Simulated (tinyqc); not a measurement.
Three-band (Emery) model of a CuO2 plane downfolded to one band: one step. The one-band model at k. Three cases, with inputs chosen for the exercise.

Task: Evaluate the one-band form at k with e0 and t alone, with t' added, and with all four hoppings.

One-band form E = e0 - 2t (cos kx + cos ky) - 4t' cos kx cos ky - 2t'' (cos 2kx + cos 2ky) - 4t''' (cos 2kx cos ky + cos kx cos 2ky), k in 1/a. Each hopping is minus the mean of E cos(m kx) cos(n ky) over a 12 x 12 mesh, k = (j + 1/2) 2 pi/12.

Give: E.

Case 1.

Values chosen (out of a larger set: of the size used for cuprate planes; not measured data): k = (0.24, 0.92) pi/a (wave vector).

e0, t, t', t'', t''' (eV): 2.417070  0.530760  -0.021314  0.058204  0.002391

Result:

E (eV): (t alone) 2.6714, (t and t') 2.6112, (all four) 2.4964

The three-band value is 2.5347 eV.

Case 2.

Values chosen (out of a larger set: of the size used for cuprate planes; not measured data): k = (0.7, 0.65) pi/a (wave vector).

e0, t, t', t'', t''' (eV): 2.042114  0.482865  -0.018536  0.036728  0.000349

Result:

E (eV): (t alone) 3.0482, (t and t') 3.0680, (all four) 3.1332

The three-band value is 3.1149 eV.

Case 3.

Values chosen (out of a larger set: of the size used for cuprate planes; not measured data): k = (0.68, 0.71) pi/a (wave vector).

e0, t, t', t'', t''' (eV): 1.696286  0.351991  0.017917  0.028473  0.005308

Result:

E (eV): (t alone) 2.5050, (t and t') 2.4814, (all four) 2.5115

The three-band value is 2.5013 eV.

Computed by tinyqc, one run a case: `OMP_NUM_THREADS=1 python tinyqc.py N N+1 out.jsonl` with N = 1482544, 1482624, 1482698; one thread of a shared Intel(R) Xeon(R) Processor @ 2.30GHz, about 0.06 s a run at most.
